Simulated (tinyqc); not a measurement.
## Well width for a wanted wavelength

Inverse problem. The layer is x parts of the first compound and 1 - x of the second, grown coherently on the second as substrate and barrier. Rows of the table: lattice constant a, average valence level Ea on an absolute scale, spin-orbit splitting so, gaps at Gamma, X and L, hydrostatic deformation potentials av and ac (Gamma), shear potential b, elastic constants, electron and heavy-hole (along z) masses. All are interpolated linearly in x; gaps get -C x (1 - x), taken wholly in the conduction band; real line-ups can differ from this model by 0.1 eV or more. In-plane strain e = (a_substrate - a)/a, e_z = -2 (c12/c11) e, volume change 2 e + e_z. With v = 2 e + e_z and d = 2 b (e_z - e): Eav = Ea + av v; E_hh = Eav + so/3 - d/2; E_lh = Eav - so/6 + d/4 + sqrt(so^2 + so d + 9 d^2/4)/2; E_c = Ea + so/3 + EG + ac v (Gamma). Substrate: E_v = Ea + so/3, E_c = E_v + EG. Well depths: dEc = E_c(substrate) - E_c, dEhh = E_hh - E_v(substrate), dElh likewise; strained Gamma gap E_c - max(E_hh, E_lh); positive values confine carriers in the layer. Lowest level of a finite well of width Lw and depth V: kw Lw/2 = arctan(sqrt((mw/mb)(V - E)/E)), kw = sqrt(mw E/C), C = hbar^2/(2 m0), for electrons (dEc) and heavy holes (dEhh), mb from the substrate; transition E_c - E_hh + both levels, without exciton binding; wavelength h c/E. Find Lw and the two levels.

Inputs (values chosen for the exercise):
```
symbol,value,unit,meaning
x,0.06,,fraction of the first compound in the layer
CG,0.477,eV,bowing of the Gamma gap
CX,1.4,eV,bowing of the X gap
CL,0.33,eV,bowing of the L gap
```

Constants: q = 1.602176634e-19 C, hbar = 1.054571817e-34 J s, h = 6.62607015e-34 J s, m0 = 9.1093837015e-31 kg, c = 299792458 m/s, hbar^2/(2 m0) = 0.0380998212 eV nm^2. Results are converted to the units shown.

Binary compounds, values chosen for the exercise:
```
              close to InAs  close to GaAs
a (angstrom)          6.058          5.653
Ea (eV)               -6.67          -6.92
so (eV)               0.377          0.335
EG (eV)               0.359           1.41
EX (eV)                1.35           1.89
EL (eV)                1.06           1.69
av (eV)               0.997           1.16
ac (eV)               -5.08          -7.19
b (eV)                -1.79           -1.7
c11 (GPa)              82.4            118
c12 (GPa)              44.6           53.7
me (m0)              0.0232         0.0675
mh (m0)               0.328          0.354
```

wavelength = 909.58157 nm

Answer. Both levels fall steadily as the well widens, so the wavelength rises steadily and one width matches.

Lw = 11.60 nm
electron level = 14.80 meV
heavy-hole level = 4.200 meV

Numbers from tinyqc (`OMP_NUM_THREADS=1 python tinyqc.py 2690062 2690063 out.jsonl`; about 0.01 s on one thread of a shared Intel Xeon 2.30GHz).
